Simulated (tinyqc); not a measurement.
Doping from resistivity.

Inverse problem. A uniform, uncompensated and fully ionised sample has rho = 1/(q N mu), mu = m1 + (m2 (T/300 K)^(-bt) - m1)/(1 + (N/Nr)^am). Find N, mu and the diffusion coefficient mu Vt.

Inputs (values chosen for the exercise): temperature T = 400 K; mobility limit at high doping m1 = 39.8 cm^2/(V s); mobility limit at low doping, at 300 K m2 = 988 cm^2/(V s); reference doping of the mobility law Nr = 1.92e17 cm^-3; exponent of the mobility law am = 0.593; temperature exponent of m2 bt = 2.2.

Constants: q = 1.602176634e-19 C, kB = 1.380649e-23 J/K, Vt = kB T/q. Results are converted to the units shown.

resistivity = 3.9020956 ohm cm

Answer. With am below 1 the product N mu rises steadily with N, so one doping matches; it is found by iterating N = 1/(q rho mu(N)).

N = 3.30e15 cm^-3
mu = 485 cm^2/(V s)
diffusion coefficient = 16.7 cm^2/s

Numbers from tinyqc (`OMP_NUM_THREADS=1 python tinyqc.py 2110133 2110134 out.jsonl`; about 0.02 s on one thread of a shared Intel Xeon 2.30GHz).
